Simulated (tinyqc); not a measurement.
# Worked calculation: conduction-band offset of an n-N heterojunction from carrier-profile moments

Computed by the program tinyqc: `OMP_NUM_THREADS=1 python tinyqc.py 2410096 2410097 out.jsonl`, one thread of a shared Intel Xeon 2.30GHz, about 0.07 s for the whole run. Printed values are rounded.

Layer 1 (x < 0) accumulates electrons and layer 2 (x > 0) is depleted. Boltzmann statistics. The bands bend down by V1 in layer 1 and up by V2 in layer 2, with V1 + V2 = VD = dE + Vt ln[(N2/Nc2)/(N1/Nc1)].

Parameters, values chosen for the exercise; values of the order of III-V alloys: temperature T = 300 K; relative permittivity of both layers eps_r = 11.6; density of states of the narrow-gap layer 1 Nc1 = 2.8e17 cm^-3; density of states of the wide-gap layer 2 Nc2 = 5.4e17 cm^-3; conduction-band offset dE = 0.23 eV; donor density in layer 1 N1 = 6.7e15 cm^-3; donor density in layer 2 N2 = 2.5e16 cm^-3; fixed charge at the interface si = 0 cm^-2.

Constants: q = 1.602176634e-19 C, kB = 1.380649e-23 J/K, Vt = kB T/q, eps0 = 8.8541878128e-14 F/cm where lengths are in cm. Results are converted to the units shown.

Range of the model: The accumulated density at the interface nears Nc1, where degeneracy and quantisation set in.

## Division of the diffusion potential

Sheet densities from the first integral: Q1 = sqrt((2 eps0 eps_r Vt N1/q)(exp(u1) - u1 - 1)) extra electrons, Q2 = sqrt((2 eps0 eps_r Vt N2/q)(exp(-u2) + u2 - 1)) missing ones, u = V/Vt; neutrality Q1 = Q2 + si. Q1 - Q2 rises steadily with V1, so V1 follows by bisection.

VD = 0.247062 V
V1 = 0.0824040 V
V2 = 0.164658 V
Q1 = 2.10963e11 cm^-2
n at x = 0- = 1.62331e17 cm^-3
n at x = 0+ = 4.28358e13 cm^-3

n drops across the interface by 3790 = (Nc1/Nc2) exp(dE/Vt).

## Electron profile

-x, left point 0 to 9 (nm): [0, 1.15, 6.97, 20, 42.3, 75.5, 121, 181, 256, 348]
x, right point 0 to 9 (nm): [0, 15.2, 37.4, 63.4, 92.2, 123, 156, 191, 227, 265]

Integrate the field q Q(V)/(eps0 eps_r) away from the interface on each side; n = N exp(+/- V/Vt).

n in layer 1, left point 0 to 9 (cm^-3): [1.62331e17, 1.41056e17, 7.96869e16, 3.56883e16, 1.72893e16, 1.04812e16, 7.95095e15, 7.04498e15, 6.77439e15, 6.71163e15]
n in layer 2, right point 0 to 9 (cm^-3): [4.28358e13, 2.49292e14, 1.76308e15, 7.37341e15, 1.58899e16, 2.16419e16, 2.40021e16, 2.47385e16, 2.49351e16, 2.49851e16]

## Offset from the moments

A C-V profile smears n(x) but keeps its zeroth and first moments: si = -int (N - n) dx, VD = (q/(eps0 eps_r)) int (N - n) x dx, dE = VD - Vt ln[(N2/Nc2)/(N1/Nc1)]. Use the trapezoidal rule on each side.

si = 1.76365e10 cm^-2
VD = 0.246010 V
dE = 0.228948 eV

On these few points dE comes out -1.1 meV from the true 0.23 eV, and si misses by 1.8e10 cm^-2, 8.4 % of Q1.
